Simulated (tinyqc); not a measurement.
Carrier density against temperature: charge neutrality of a doped semiconductor with incomplete ionisation. Computed by tinyqc, a small Python program. Command: `OMP_NUM_THREADS=1 python tinyqc.py 3008532 3008533 out.jsonl dopant walk`. One thread of a shared host (Intel(R) Xeon(R) Processor @ 2.30GHz), about 0.03 s of CPU time with the checks.

Energies are counted from the top of the valence band; E_D is measured down from the conduction band and E_A up from the valence band.

Inputs (values chosen for the exercise, modelled on ZnO):

| quantity | value | unit |
|---|---|---|
| gap at 0 K E_g0 | 3.47 | eV |
| Varshni alpha | 0.00053 | eV/K |
| Varshni beta | 483 | K |
| electron mass m_e | 0.28 | m_0 |
| valleys M_c | 1 | - |
| hole mass m_h | 0.829 | m_0 |
| donor density N_D | 1.4e+16 | cm^-3 |
| acceptor density N_A | 0 | cm^-3 |
| donor depth E_D | 0.0444 | eV |
| donor degeneracy g_D | 2 | - |

Doping: n-type. Statistics of the bands: Fermi-Dirac.

Constants: k_B = 8.617333262e-05 eV/K; m_0 = 9.1093837015e-31 kg; k_B = 1.380649e-23 J/K; h = 6.62607015e-34 J s.

Method:
- E_g = E_g0 - alpha T^2/(T + beta).
- N_c = 2 M_c (2 pi m_e k_B T/h^2)^(3/2) and N_v = 2 (2 pi m_h k_B T/h^2)^(3/2), masses in units of m_0.
- n = N_c F_1/2((E_F - E_g)/k_B T), p = N_v F_1/2(-E_F/k_B T).
- F_1/2(eta) = (2/sqrt(pi)) int_0^infinity sqrt(x)/(1 + exp(x - eta)) dx, by the trapezoid rule in t = sqrt(x) with step 0.02 up to t = 12 (for eta < -12 by exp(eta) - exp(2 eta)/2^(3/2)).
- N_D+ = N_D/(1 + g_D exp((E_F - E_g + E_D)/k_B T)).
- Neutrality: p + N_D+ = n + N_A-; the log ratio is ln[(p + N_D+)/(n + N_A-)].
- Neutrality is solved by bisection at each T. The last column is -k_B d ln(n T^-3/4)/d(1/T) from this row and the one above; it turns negative as ionisation nears completion, when the density grows more slowly than that power of T.

Against temperature:

| T (K) | n (cm^-3) | E_F from the band edge (eV) | ionised share | activation energy (eV) |
|---|---|---|---|---|
| 18 | 1.1901e+10 | 0.02379 | 8.5008e-07 | - |
| 23 | 3.2112e+11 | 0.02460 | 2.2937e-05 | 0.022200 |
| 32 | 9.5990e+12 | 0.02622 | 6.8564e-04 | 0.022198 |
| 47 | 1.6626e+14 | 0.02930 | 1.1876e-02 | 0.022150 |
| 74 | 1.6318e+15 | 0.03590 | 1.1656e-01 | 0.021573 |
| 110 | 5.6402e+15 | 0.04724 | 4.0287e-01 | 0.018373 |
| 170 | 1.0893e+16 | 0.07293 | 7.7807e-01 | 0.008909 |
| 260 | 1.3161e+16 | 0.12160 | 9.4006e-01 | -0.005482 |
| 300 | 1.3457e+16 | 0.14529 | 9.6119e-01 | -0.014300 |
| 600 | 1.3913e+16 | 0.34266 | 9.9379e-01 | -0.025154 |

What does the comparison show, and why?

Between the two coldest rows the activation energy is 0.0222 eV, 0.50 of the dopant depth: without compensation E_F sits halfway between level and band, so half the depth shows. The density is within 10 % of the net doping from 260 K to 600 K.
